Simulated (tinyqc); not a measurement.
Length of a molecular wire: coherent transport through a tight-binding bridge. Computed by the program tinyqc. Command: `OMP_NUM_THREADS=1 python tinyqc.py 111248 111249 out.jsonl`; one thread of a shared host (Intel(R) Xeon(R) Processor @ 2.60GHz), about 1 s.

A uniform bridge between two chains:
```
parameter                        value
site energy (eV)              1.710000
hopping in the bridge (eV)    0.670000
lead hopping (eV)             2.140000
couplings (eV)              0.75, 0.49
E (eV)                       -0.430000
```

T = Gamma_L Gamma_R |G_1n|^2 with the self-energies of semi-infinite chains.

Transmission against length:
```
sites           T      ln T
2      3.1205e-03   -5.7697
3      3.8552e-04   -7.8609
4      4.7713e-05   -9.9503
5      5.9063e-06  -12.0395
6      7.3115e-07  -14.1286
7      9.0511e-08  -16.2178
8      1.1205e-08  -18.3069
9      1.3870e-09  -20.3961
10     1.7171e-10  -22.4852
```

E lies outside the band of the bridge (|E - e|/2h = 1.597 > 1), so T decays as exp(-beta n) with beta = 2 arccosh(1.597) = 2.0891 a site; the last two rows give 2.0891.
